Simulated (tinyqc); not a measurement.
Inside a calculation. Method: CCSD on RHF in the sto-3g basis, for H4, spin multiplicity 1. One step of it, computed by the program tinyqc.

Task: CCSD: starting amplitudes. t_ij^ab = <ij||ab> / (e_i + e_j - e_a - e_b), whose energy is MP2.

orbital energies (hartree): MO1 -0.641239, MO2 -0.516289, MO3 0.604357, MO4 0.783978

Two-electron integrals over orbitals (pq|rs), unique and non-zero (hartree):
```
p,q,r,s,(pq|rs)
1,1,1,1,0.474692
2,1,2,1,0.204108
2,2,1,1,0.478319
2,2,2,2,0.489662
3,1,3,1,0.095279
3,2,3,2,0.084574
3,3,1,1,0.461881
3,3,2,2,0.467855
3,3,3,3,0.473005
4,1,3,2,0.082823
4,1,4,1,0.081149
4,2,3,1,0.099349
4,2,4,2,0.106059
4,3,2,1,0.200614
4,3,4,3,0.218950
4,4,1,1,0.470798
4,4,2,2,0.480925
4,4,3,3,0.483418
4,4,4,4,0.496950
```

Give: Starting amplitudes; correlation energy.

Result:

Starting amplitudes (spin orbitals 1a, 1b, ...; amplitudes related by a flip of all spins are not repeated):
```
from,to,t
2a 2b,4a 4b,-0.0408
1a 2b,3a 4b,-0.0390
1a 1b,3a 3b,-0.0382
2a 2b,3a 3b,-0.0377
1a 2b,3b 4a,0.0325
1a 1b,4a 4b,-0.0285
1a 2a,3a 4a,-0.0065
```

correlation energy = -0.026828 hartree
